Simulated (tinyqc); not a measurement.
Hot electrons in a saturated n-channel MOSFET, lucky-electron model: two steps of the calculation.

Beyond pinch-off the lateral field grows as Esat cosh(y/l) over the velocity-saturated region (pseudo-two-dimensional model). Impact ionisation in this region gives the substrate current, which biases the body forward through Rsub. Currents are per width. Local-field laws: they overstate ionisation when the field peak is narrower than an energy relaxation length.

Parameters, values chosen for the exercise; values close to those of silicon n-channel devices: channel length L = 0.5 um; oxide thickness tox = 12 nm; junction depth xj = 170 nm; threshold VT = 0.65 V; effective mobility mu = 260 cm^2/(V s); saturation velocity vs = 8.2e6 cm/s; ionisation prefactor Ai = 2e6 1/cm; ionisation field Bi = 1.78 MV/cm; resistance of the lightly doped drain Rd = 200 ohm um; substrate resistance Rsub = 2300 ohm um; fall of VT per volt of forward body bias kb = 0.27; drain voltage Vd = 3.8 V; gate voltage Vg = 1.6 V.

Constants: eps0 = 8.8541878128e-14 F/cm where lengths are in cm. Results are converted to the units shown.

Task 1. Length and field scales. Cox = 3.9 eps0/tox, l = sqrt(3 tox xj), Esat = 2 vs/mu.

Wanted: Cox; l; Esat; Esat L.

Result 1.

Cox = 0.28776 uF/cm^2
l = 78.230 nm
Esat = 0.063077 MV/cm
Esat L = 3.1538 V

Task 2. Body bias from the substrate current. Cox = 3.9 eps0/tox. Overdrive g = Vg - VT + kb Vb; Vdsat = g Esat L/(g + Esat L); Id = Cox vs (g - Vdsat); dV = Vd - Id Rd - Vdsat; Em = sqrt((dV/l)^2 + Esat^2); Isub = Id (Ai/Bi) l Em exp(-Bi/Em). Vb(new) = Rsub Isub.

Vb at the start = 0 V
l = 78.230429 nm
Esat = 0.063076923 MV/cm

Give: Vdsat; Id; dV; Em; Isub; Vb after iteration 1.

Result 2.

Vdsat = 0.73008 V
Id = 51.892 uA/um
dV = 3.0595 V
Em = 0.39615 MV/cm
Isub = 2.0209 uA/um
Vb after iteration 1 = 0.0046480 V

Numbers from tinyqc (`OMP_NUM_THREADS=1 python tinyqc.py 2550161 2550162 out.jsonl`; about 0.01 s on one thread of a shared Intel Xeon 2.30GHz).
